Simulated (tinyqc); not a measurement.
## Electron continuity equation in a given potential, Scharfetter-Gummel discretisation: three discretisations compared

Steady state in one dimension: J = q mu n E + q D dn/dx with E = -dpsi/dx and D = mu Vt, dJ/dx = q (n/tau - G), fixed densities nL and nR at the ends. The potential is given, psi = 0 for x < L/2 and U (2 x/L - 1) beyond, and is not changed by the electrons.

9 equal intervals. Fluxes J_i = (q D/h)(n_(i+1) P_i - n_i Q_i), d_i = (psi_(i+1) - psi_i)/Vt: Scharfetter-Gummel P = B(d), Q = B(-d), B(d) = d/(exp(d) - 1); central P = 1 - d/2, Q = 1 + d/2; upwind P = 1 + max(-d, 0), Q = 1 + max(d, 0). Balance at each inner node: J_i - J_(i-1) = q h (n_i/tau - G). The reference is Scharfetter-Gummel on 1800 intervals.

Inputs (values chosen for the exercise); mobility close to that of indium phosphide at room temperature: temperature T = 300 K; electron mobility mu = 4970 cm^2/(V s); length of the region L = 0.71 um; density at x = 0 nL = 2.6e13 cm^-3; density at x = L nR = 2.6e14 cm^-3; lifetime tau = 4.3e-11 s; uniform generation rate G = 0 cm^-3 s^-1; potential difference psi(L) - psi(0) U = -0.35 V.

Constants: q = 1.602176634e-19 C, kB = 1.380649e-23 J/K, Vt = kB T/q. Results are converted to the units shown.

Densities (cm^-3):
```
node  Scharfetter-Gummel    central     upwind  reference
0              2.6000e13  2.6000e13  2.6000e13  2.6000e13
1              7.0830e14  7.0851e14  6.9014e14  7.0625e14
2              1.3986e15  1.3990e15  1.3621e15  1.3945e15
3              2.1046e15  2.1052e15  2.0493e15  2.0984e15
4              2.8344e15  2.8352e15  2.7597e15  2.8260e15
5              1.0236e15  8.3590e14  1.3980e15  9.0935e14
6              2.9484e14  1.3967e14  5.3765e14  2.8922e14
7              2.5992e14  2.8050e14  3.2453e14  2.5964e14
8              2.5912e14  2.5340e14  2.7227e14  2.5910e14
9              2.6000e14  2.6000e14  2.6000e14  2.6000e14
```

What does the comparison show, and why?

Largest errors as a share of the largest reference density listed: Scharfetter-Gummel 4.0 %, central 5.3 %, upwind 17 %. The largest |d| is 3.01. Central differences oscillate from node to node, since P or Q changes sign once |d| exceeds 2. Upwinding stays positive but acts as if D were larger by the factor 1 + |d|/2, up to 2.50 here.

Range of the model: The drift velocity mu E exceeds 1e7 cm/s somewhere, where real mobilities no longer stay constant.

Numbers from tinyqc (`OMP_NUM_THREADS=1 python tinyqc.py 2220021 2220022 out.jsonl`; about 0.01 s on one thread of a shared Intel Xeon 2.30GHz).
